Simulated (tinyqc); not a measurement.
# Worked calculation: six-transistor SRAM cell, nodal equations and margins

Numbers from tinyqc (`OMP_NUM_THREADS=1 python tinyqc.py 2340073 2340074 out.jsonl`; about 0.1 s on one thread of a shared Intel Xeon 2.30GHz). Printed values are rounded.

Two cross-coupled inverters (pull-down bn, pull-up bp) hold the nodes Q and QB; access transistors (ba, threshold VTn, gate on the word line at Vdd when selected) join them to the bit lines. Transistor (EKV form, voltages against the body): I = 2 n b Vt^2 [F(vp - Vs) - F(vp - Vd)] from drain to source, F(v) = ln^2(1 + exp(v/(2 Vt))), vp = (Vg - VT + sg |Vd - Vs|)/n. n-channel bodies are at 0; for the p-channel device all voltages are counted down from Vdd. b in uA/V^2 gives I in uA. For an access transistor the bit line is the drain and the node the source. In a read both bit lines are at Vdd. The cell is symmetric (no mismatch).

Inputs (values chosen for the exercise):
- T = 350 K (temperature)
- Vdd = 0.5 V (supply voltage)
- n = 1.31 (slope factor)
- sg = 0.074 (drain-induced barrier lowering)
- VTn = 0.28 V (n-channel threshold)
- VTp = 0.43 V (p-channel threshold (magnitude))
- bn = 230 uA/V^2 (gain factor of the pull-down transistor)
- ba = 230 uA/V^2 (gain factor of the access transistor)
- bp = 120 uA/V^2 (gain factor of the pull-up transistor)

Constants: q = 1.602176634e-19 C, kB = 1.380649e-23 J/K, Vt = kB T/q. Results are converted to the units shown.

## Iteration 1: node voltages in a read by Newton steps

(Q, QB) at the start (V): Q 0.000000, QB 0.500000

F1 = In(gate QB, drain Q) - Ip(gate QB, drain Q) - Ia(bit line, Q), F2 the same with Q and QB exchanged; J by central differences with +/- 1e-6 V; solve J d = -F, limit each component to +/- 0.15 V and add.

F1, F2 (uA): [-5.93431, 0.00112]

J (uS):
```
          Q     QB
F1  109.507  0.000
F2    0.028  8.268
```

(Q, QB) after iteration 1 (V): Q 0.054191, QB 0.499684

## Iteration 2: node voltages in a read by Newton steps

As before.

F1, F2 (uA): [-0.924497, 0.002903]

J (uS):
```
          Q       QB
F1  75.6411  12.7803
F2   0.1211   4.1475
```

(Q, QB) after iteration 2 (V): Q 0.066593, QB 0.498622

## Course of the iteration: node voltages in a read by Newton steps

Stop when the largest change of (Q, QB) is below 1e-9 V, or after 30 iterations. The rule counts as met only at the stable state with Q low.

Course of the iteration:
```
iteration      Q (V)  largest |change| of one entry (V)
1          0.0541913                             0.0542
2          0.0665929                             0.0124
3          0.0673987                            8.06e-4
4          0.0674038                            5.72e-6
5          0.0674038                           7.73e-10
```

Converged in 5 iterations. At the end the number of correct digits about doubles with each step.

## Read current and disturbance

(Q, QB) (V): Q 0.0674038, QB 0.498282

Iread = Ia(bit line at Vdd, source Q); cell ratio bn/ba; time to pull a bit line of 20 fF down by 0.1 V at that current.

Iread = 2.63001 uA
cell ratio = 1
time = 760.453 ps

The read lifts the low node to 67.4 mV, against a balance point of 220 mV.

## The largest square in the read butterfly

c, point 0 to 6 (V): [0.098, 0.16, 0.23, 0.28, 0.33, 0.36, 0.39]

f(x) is the node voltage of one half-cell in a read for input x (In - Ip - Ia = 0). Static noise margin: side of the largest square between the curve (x, f(x)) and its mirror image (f(y), y); with h(c) the root x of f(x) - x = c, it is the maximum over c > 0 of h(c) - h(-c) + c.

h(c), point 0 to 6 (V): [0.173549, 0.158365, 0.150363, 0.144806, 0.134248, 0.121835, 0.102579]
h(-c), point 0 to 6 (V): [0.276913, 0.313842, 0.356444, 0.388192, 0.421950, 0.443463, 0.465997]
side, point 0 to 6 (V): [-0.0053642, 0.0045231, 0.0239188, 0.0366138, 0.0422982, 0.0383720, 0.0265820]

The maximum over c is 42.32 mV, the read margin; with the word line off (no Ia) the same construction gives 146.7 mV.
